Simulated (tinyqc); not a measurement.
Reflectance at normal incidence against thickness.

Normal incidence on air, film (n1) and substrate (N2 = n2 - i k2): r01 = (1 - n1)/(1 + n1), r12 = (n1 - N2)/(n1 + N2), amplitude (r01 + r12 X)/(1 + r01 r12 X), X = exp(-4 pi i n1 d/lam), R its squared modulus, phase from 0 to 360 degrees.

Inputs (values chosen for the exercise): wavelength lam = 546.1 nm; index of the transparent film n1 = 2.036; index of the substrate n2 = 4.086; extinction coefficient of the substrate k2 = 0.031.

Results:
```
d (nm),R (%),phase of the reflected amplitude (degrees)
0,36.819,179.77
16,33.451,162.61
49,8.7624,120.40
65,0.11329,105.38
81,5.8239,245.01
98,20.581,221.02
114,31.744,201.52
130,36.625,184.11
```

Estimate the missing row, d = 32 nm.

Computed row:
```
d (nm),R (%),phase of the reflected amplitude (degrees)
32,23.624,143.73
```

With this row back in the table: R goes from 36.8 through a minimum of 0.113 (at d = 65 nm among the rows listed) to 36.6 %. At a quarter wave, d = 67.1 nm, R = 0.00661 %; for a transparent substrate it would vanish for n1 = sqrt(n2) = 2.02.

Numbers from tinyqc (`OMP_NUM_THREADS=1 python tinyqc.py 2870206 2870207 out.jsonl`; about 0.4 s on one thread of a shared Intel Xeon 2.30GHz).
